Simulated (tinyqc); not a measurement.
Debye-Callaway model of lattice thermal conductivity. Inputs raised by 10 %, one at a time. Computed by tinyqc, a small Python program. Command: `OMP_NUM_THREADS=1 python tinyqc.py 3015026 3015027 out.jsonl callaway sens`. One thread of a shared host (Intel(R) Xeon(R) Processor @ 2.30GHz), about 0.03 s of CPU time with the checks.

Three acoustic branches with one velocity v, cut at omega_D = k_B Theta/hbar; x = hbar omega/(k_B T). v and Theta are separate inputs: Theta cuts off the heat-carrying modes, so C need not reach 3 k_B/V. gamma is an effective value that sets the umklapp rate.

Inputs (values chosen for the exercise, for a model crystal):
```
quantity,value,unit
sound velocity v,2520,m/s
Debye temperature Theta,226,K
volume per atom V,17.1,angstrom^3
mean atomic mass M,147,u
effective Grueneisen parameter gamma,1.46,-
umklapp exponent divisor b,2,-
vacancy fraction n_v,0.00032,-
Casimir length L,220,micrometre
temperature T,300,K
probe frequency omega/omega_D,0.43,-
```

Sample: crystal. Point defects: vacancies. Normal processes: left out.

Constants: k_B = 1.380649e-23 J/K; hbar = 1.054571817e-34 J s; u = 1.6605390666e-27 kg.

Method:
- A vacancy counts as a mass defect Delta M/M = -3 (the missing mass and twice its bonds), so Gamma = 9 n_v. A = V Gamma/(4 pi v^3).
- Rates: point defects A omega^4; umklapp B omega^2 T exp(-Theta/(b T)) with B = hbar gamma^2/(M v^2 Theta). Boundaries: v/L.
- The resistive time is tau_R = 1/(boundary + point-defect + umklapp rates), and the free path is v tau_R.
- kappa_1 = c int tau_C g dx, g = x^4 e^x/(e^x - 1)^2, c = (k_B/(2 pi^2 v)) (k_B T/hbar)^3, over 0 < x < min(Theta/T, 40), by 96 Gauss-Legendre points in s with x = x_max s^2; tau_C = tau_R, the inverse of the summed rates, and kappa = kappa_1.
- Heat capacity C = 3 c int g dx / v^2; grey free path 3 kappa/(C v); the median free path v tau_C halves kappa_1 when the quadrature points are ordered by free path (each counted at half its weight, interpolated in the logarithm); likewise at 10 % and 90 %.

Runs:
```
input moved,from,to,kappa (W/(m K)),heat capacity C (J/(m^3 K)),median free path (nm),free path (nm)
base run,-,-,42.712,1.1007e+06,117.00,90.62
sound velocity v (m/s),2520,2772,47.864,8.2694e+05,151.00,123.18
Debye temperature Theta (K),226,248.6,49.390,1.4564e+06,121.30,78.61
volume per atom V (angstrom^3),17.1,18.81,41.749,1.1007e+06,119.83,88.58
effective Grueneisen parameter gamma,1.46,1.606,36.911,1.1007e+06,93.06,78.02
vacancy fraction n_v,0.00032,0.000352,41.749,1.1007e+06,119.83,88.58
Casimir length L (micrometre),220,242,42.756,1.1007e+06,117.31,90.62
temperature T (K),300,330,38.778,1.1060e+06,99.66,81.91
```

Exponents ln(y'/y) / ln(x'/x):
```
input,kappa,heat capacity C,median free path,free path
sound velocity v,1.195,-3.000,2.677,3.221
Debye temperature Theta,1.524,2.938,0.379,-1.491
volume per atom V,-0.239,0.000,0.251,-0.239
effective Grueneisen parameter gamma,-1.532,0.000,-2.402,-1.570
vacancy fraction n_v,-0.239,0.000,0.251,-0.239
Casimir length L,0.011,0.000,0.028,0.000
temperature T,-1.014,0.051,-1.683,-1.060
```

Among the inputs moved here: kappa answers most in size to effective Grueneisen parameter gamma (exponent -1.532), and about equally to Debye temperature Theta (+1.524). Its exponent +0.011 in Casimir length L: the sample is bulk-like. Heat capacity C answers most in size to sound velocity v (exponent -3.000), next to Debye temperature Theta (+2.938); its exponent is below 0.0005 for volume per atom V, effective Grueneisen parameter gamma, vacancy fraction n_v, Casimir length L. median free path answers most in size to sound velocity v (exponent +2.677), next to effective Grueneisen parameter gamma (-2.402). Free path answers most in size to sound velocity v (exponent +3.221), next to effective Grueneisen parameter gamma (-1.570); its exponent is below 0.0005 for Casimir length L.
